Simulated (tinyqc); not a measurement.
Temperature and segregation coefficient: dopant redistribution at a moving silicon-oxide interface during parabolic oxidation. Computed by tinyqc, a small Python program. Command: `OMP_NUM_THREADS=1 python tinyqc.py 3005268 3005269 out.jsonl segox walk`. One thread of a shared host (Intel(R) Xeon(R) Processor @ 2.30GHz), about 0.01 s of CPU time with the checks.

Uniformly doped silicon is oxidised with x_ox = sqrt(B t); the interface advances into the silicon by alpha x_ox, alpha = 0.44. The dopant does not move in the oxide, and at the interface C(silicon) = m C(oxide).

Inputs (values chosen for the exercise, modelled on boron in silicon under dry oxygen):

| quantity | value | unit |
|---|---|---|
| dopant prefactor D0 | 1.07 | cm^2/s |
| dopant activation energy E | 3.5 | eV |
| oxidation prefactor B0 | 703 | um^2/h |
| oxidation activation energy E_B | 1.25 | eV |
| segregation coefficient m = C(silicon)/C(oxide) | 0.2 | - |

Constants: k_B = 8.617333262e-05 eV/K.

Method:
- D = D0 exp(-E/(k_B T)), converted with 1 cm^2/s = 3.6e11 um^2/h; B = B0 exp(-E_B/(k_B T)); s = alpha sqrt(B/(4 D)), the interface advance over 2 sqrt(D t).
- Temperatures in kelvin are T(C) + 273.15.
- With the dopant diffusivity D and s = alpha x_ox/(2 sqrt(D t)), in the silicon C = C_B + (C_s - C_B) erfc(y/(2 sqrt(D t)))/erfc(s), y from the original surface. Dopant balance at the interface gives C_s/C_B = 1/[1 + (1/(m alpha) - 1) g], g = sqrt(pi) s exp(s^2) erfc(s).

C_s/C_B:

| T (C) | s | this m | m = 0.2 | m = 1/alpha | m = 10 |
|---|---|---|---|---|---|
| 850 | 1.0499 | 0.11123 | 0.11123 | 1 | 2.4739 |
| 900 | 0.6397 | 0.13389 | 0.13389 | 1 | 1.9318 |
| 950 | 0.4059 | 0.16735 | 0.16735 | 1 | 1.5898 |
| 1000 | 0.2669 | 0.21203 | 0.21203 | 1 | 1.3833 |
| 1050 | 0.1812 | 0.26712 | 0.26712 | 1 | 1.2572 |
| 1100 | 0.1265 | 0.33049 | 0.33049 | 1 | 1.1779 |
| 1150 | 0.0906 | 0.39896 | 0.39896 | 1 | 1.1265 |
| 1200 | 0.0663 | 0.46893 | 0.46893 | 1 | 1.0922 |

What does the comparison show, and why?

s falls from 1.05 to 0.0663 as T rises, because diffusion has the larger activation energy (3.5 against 1.25 eV); the ratio for this m moves from 0.111 to 0.469, towards 1. At m = 1/alpha the oxide takes exactly what the silicon held, and nothing moves. The ratio does not depend on time, since both lengths grow as sqrt(t).
